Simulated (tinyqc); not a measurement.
Switching kinetics of a ferroelectric film and the memory window of a ferroelectric gate stack. Which input was changed? Computed by tinyqc, a small Python program. Command: `OMP_NUM_THREADS=1 python tinyqc.py 3015730 3015731 out.jsonl feswitch which`. One thread of a shared host (Intel(R) Xeon(R) Processor @ 2.30GHz), about 0.09 s of CPU time with the checks.

Fields in MV/cm; 1 microcoulomb/cm^2 over eps_0 is 11.29409 MV/cm. In the stack (metal, ferroelectric, interlayer, channel) the channel is taken as a conductor.

Inputs (values chosen for the exercise, for a model hafnia-based film): saturation polarisation P_s = 14 microcoulomb/cm^2; ratio P_r/P_s = 0.74; coercive field E_c = 0.89 MV/cm; permittivity of the ferroelectric eps_F = 23; thickness t_F = 15 nm; permittivity of the interlayer eps_I = 3.9; interlayer thickness t_I = 1.6 nm; share s of P screened by trapped charge = 0.64; pulse height V = 5.8 V; time constant t_inf = 7.1e-10 s; activation field E_a = 5.1 MV/cm; Merz exponent alpha = 1; dimension n = 2; half width w of log10 t = 0.75; pulse length t_p = 0.00099 s; breakdown field of the interlayer = 16 MV/cm.

Kinetics: nucleation-limited (NLS).

Method. Series stack: V = E_F t_F + E_I t_I and eps_I E_I = eps_F E_F + (1 - s) P/eps_0. Before switching P = -P_r, after it P = +P_s; in retention V = 0 and P = +P_r. Merz's law: t1 = t_inf exp[(E_a/E)^alpha] at the mean of the fields before and after switching. NLS: switched share = integral of [1 - exp(-(t/tau)^n)] F(z) dz over z = log10 tau, with the Lorentzian F = (1/pi) w/[(z - log10 t1)^2 + w^2].

Question. One of these inputs alone was changed, within the range given: saturation polarisation P_s (7 to 28); ratio P_r/P_s (0.4 to 0.985); pulse height V (2.9 to 11.6); time constant t_inf (3.55e-10 to 1.42e-09). Which one, and to what value?

Results:
```
run     E_F after switching (MV/cm)  E_I after switching (MV/cm)  switched share
before                     1.417885                     22.95733       0.9550131
after                      1.872135                     25.63624       0.9563678
```

Answer.

Each candidate set to reproduce E_F after switching, and what it then gives:
```
candidate                                              range searched  value needed  E_I after switching (MV/cm)  switched share
saturation polarisation P_s (microcoulomb/cm^2)               7 to 28         7.346                       18.699         0.95522
ratio P_r/P_s                                            0.4 to 0.985     no effect                            -               -
pulse height V (V)                                        2.9 to 11.6         6.910                       25.636         0.95637
time constant t_inf (s)                          3.55e-10 to 1.42e-09     no effect                            -               -
```

Only pulse height V fits every result: it went from 5.8 to 6.91 V. The next best candidate, saturation polarisation P_s, misses one result by 27 %.

Caution: the interlayer field exceeds its breakdown field, so charge injection would change the fields. Caution: the field changes much during switching, so one mean field is a crude stand-in.
